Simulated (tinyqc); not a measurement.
Worked calculation: UKS/exchange-only LDA in the sto-3g basis, for BeH, spin multiplicity 2. One step of it, computed by the program tinyqc.

Task: Iteration 1: diagonalisation and new density. Diagonalise F' = X^T F X, C = X C', fill 3 alpha and 2 beta electrons from the bottom; D(s) = C_occ C_occ^T. Each column has its largest component positive (the first on a tie).

F(alpha) (hartree), lower triangle:
```
            1Be 1s     1Be 2s    1Be 2px   1Be 2py    1Be 2pz      2H 1s
1Be 1s   -3.402421
1Be 2s   -1.042970  -0.362929
1Be 2px   0.000000   0.000000   0.089778
1Be 2py   0.000000   0.000000  -0.001483  0.119719
1Be 2pz   0.014350   0.039900   0.000000  0.000000   0.103234
2H 1s    -0.051427  -0.089165   0.000000  0.000000  -0.091399  -0.121324
```

F(beta) (hartree), lower triangle:
```
            1Be 1s     1Be 2s   1Be 2px   1Be 2py    1Be 2pz      2H 1s
1Be 1s   -3.389098
1Be 2s   -1.030323  -0.285797
1Be 2px   0.000000   0.000000  0.222493
1Be 2py   0.000000   0.000000  0.004188  0.174722
1Be 2pz   0.013086   0.026119  0.000000  0.000000   0.146392
2H 1s    -0.050942  -0.085426  0.000000  0.000000  -0.088959  -0.120264
```

X, lower triangle:
```
            1Be 1s     1Be 2s   1Be 2px   1Be 2py    1Be 2pz     2H 1s
1Be 1s    1.027090
1Be 2s   -0.138503   1.045051
1Be 2px   0.000000   0.000000  1.000000
1Be 2py   0.000000   0.000000  0.000000  1.000000
1Be 2pz  -0.003904   0.024360  0.000000  0.000000   1.032114
2H 1s     0.015942  -0.114119  0.000000  0.000000  -0.151305  1.049730
```

Give: F' = X^T F X; orbital energies; coefficients C; F' = X^T F X; orbital energies; coefficients C; D(alpha) after iteration 1; D(beta) after iteration 1.

Result:

F' = X^T F X (alpha) (hartree), lower triangle:
```
        1       2       3      4       5       6
1  -3.301
2  -0.599  -0.139
3   0.000   0.000   0.090
4   0.000   0.000  -0.001  0.120
5   0.002   0.063   0.000  0.000   0.138
6   0.018  -0.070   0.000  0.000  -0.106  -0.083
```

orbital energies (alpha) (hartree): MO1 -3.411, MO2 -0.146, MO3 -0.039, MO4 0.090, MO5 0.120, MO6 0.211

coefficients C (alpha):
```
            MO1     MO2     MO3    MO4     MO5     MO6
1Be 1s    0.985  -0.120  -0.276  0.000   0.000  -0.115
1Be 2s    0.052   0.348   0.908  0.000   0.000   0.420
1Be 2px   0.000   0.000   0.000  0.999  -0.049   0.000
1Be 2py   0.000   0.000   0.000  0.049   0.999   0.000
1Be 2pz  -0.003   0.121  -0.411  0.000   0.000   0.952
2H 1s    -0.006   0.836  -0.322  0.000   0.000  -0.579
```

F' = X^T F X (beta) (hartree), lower triangle:
```
        1       2      3      4       5       6
1  -3.289
2  -0.599  -0.060
3   0.000   0.000  0.222
4   0.000   0.000  0.004  0.175
5   0.003   0.050  0.000  0.000   0.183
6   0.018  -0.073  0.000  0.000  -0.108  -0.082
```

orbital energies (beta) (hartree): MO1 -3.396, MO2 -0.138, MO3 0.038, MO4 0.174, MO5 0.223, MO6 0.248

coefficients C (beta):
```
            MO1     MO2     MO3     MO4    MO5     MO6
1Be 1s    0.986  -0.080  -0.285   0.000  0.000  -0.117
1Be 2s    0.048   0.220   0.944   0.000  0.000   0.428
1Be 2px   0.000   0.000   0.000  -0.087  0.996   0.000
1Be 2py   0.000   0.000   0.000   0.996  0.087   0.000
1Be 2pz  -0.003   0.141  -0.393   0.000  0.000   0.956
2H 1s    -0.006   0.887  -0.216   0.000  0.000  -0.552
```

D(alpha) after iteration 1, lower triangle:
```
         1Be 1s  1Be 2s  1Be 2px  1Be 2py  1Be 2pz  2H 1s
1Be 1s    1.061
1Be 2s   -0.241   0.948
1Be 2px   0.000   0.000    0.000
1Be 2py   0.000   0.000    0.000    0.000
1Be 2pz   0.096  -0.331    0.000    0.000    0.183
2H 1s    -0.017  -0.002    0.000    0.000    0.233  0.803
```

D(beta) after iteration 1, lower triangle:
```
         1Be 1s  1Be 2s  1Be 2px  1Be 2py  1Be 2pz  2H 1s
1Be 1s    0.980
1Be 2s    0.030   0.051
1Be 2px   0.000   0.000    0.000
1Be 2py   0.000   0.000    0.000    0.000
1Be 2pz  -0.014   0.031    0.000    0.000    0.020
2H 1s    -0.076   0.195    0.000    0.000    0.125  0.787
```
